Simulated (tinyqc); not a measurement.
Inside a calculation. Method: UHF in the sto-3g basis, for H3, spin multiplicity 2. This run ends on a higher stationary point, not on the lowest solution. One step of it, computed by the program tinyqc.

Problem. Iteration 4: building the Fock matrix. J_ij = sum D_kl (ij|kl) with D = D(alpha) + D(beta), K_ij = sum D_kl (ik|jl) for each spin; F = H + J - K(s); E = tr D H + tr D J / 2 - 0.5 sum_s tr D(s) K(s) + E_nn.

D(alpha) after iteration 3, order 1H 1s, 2H 1s, 3H 1s:
```
[[0.428420, 0.430655, -0.264137],
 [0.430655, 0.432906, -0.267587],
 [-0.264137, -0.267587, 1.164124]]
```

D(beta) after iteration 3, order 1H 1s, 2H 1s, 3H 1s:
```
[[0.289063, 0.287962, 0.131144],
 [0.287962, 0.286865, 0.130650],
 [0.131144, 0.130650, 0.059984]]
```

core Hamiltonian H = T + V (hartree), order 1H 1s, 2H 1s, 3H 1s:
```
[[-1.261846, -0.606166, -0.532767],
 [-0.606166, -1.261721, -0.532432],
 [-0.532767, -0.532432, -1.234249]]
```

Two-electron integrals (ij|kl) in chemists' order, unique and non-zero (hartree):
```
(11|11) 0.774606   (21|11) 0.201475   (21|21) 0.073955   (22|11) 0.398405
(22|21) 0.201475   (22|22) 0.774606   (31|11) 0.171977   (31|21) 0.054935
(31|22) 0.128619   (31|31) 0.055759   (32|11) 0.128565   (32|21) 0.054903
(32|22) 0.171844   (32|31) 0.048643   (32|32) 0.055682   (33|11) 0.374811
(33|21) 0.140301   (33|22) 0.374701   (33|31) 0.171977   (33|32) 0.171844
(33|33) 0.774606
```

nuclear repulsion = 1.18879625 hartree

Give: Coulomb J; exchange K(alpha); exchange K(beta); F(alpha); F(beta); total energy of this density.

Solution.

Coulomb J (hartree), order 1H 1s, 2H 1s, 3H 1s:
```
[[1.5099, 0.5380, 0.4773],
 [0.5380, 1.5104, 0.4770],
 [0.4773, 0.4770, 1.5957]]
```

exchange K(alpha) (hartree), order 1H 1s, 2H 1s, 3H 1s:
```
[[0.4821, 0.3360, 0.2124],
 [0.3360, 0.4844, 0.2119],
 [0.2124, 0.2119, 0.8088]]
```

exchange K(beta) (hartree), order 1H 1s, 2H 1s, 3H 1s:
```
[[0.4240, 0.3030, 0.2098],
 [0.3030, 0.4223, 0.2093],
 [0.2098, 0.2093, 0.1966]]
```

F(alpha) (hartree), order 1H 1s, 2H 1s, 3H 1s:
```
[[-0.2340, -0.4042, -0.2679],
 [-0.4042, -0.2358, -0.2674],
 [-0.2679, -0.2674, -0.4474]]
```

F(beta) (hartree), order 1H 1s, 2H 1s, 3H 1s:
```
[[-0.1759, -0.3712, -0.2652],
 [-0.3712, -0.1736, -0.2648],
 [-0.2652, -0.2648, 0.1648]]
```

total energy of this density = -1.380221 hartree

This density is a damped mixture and is not idempotent.
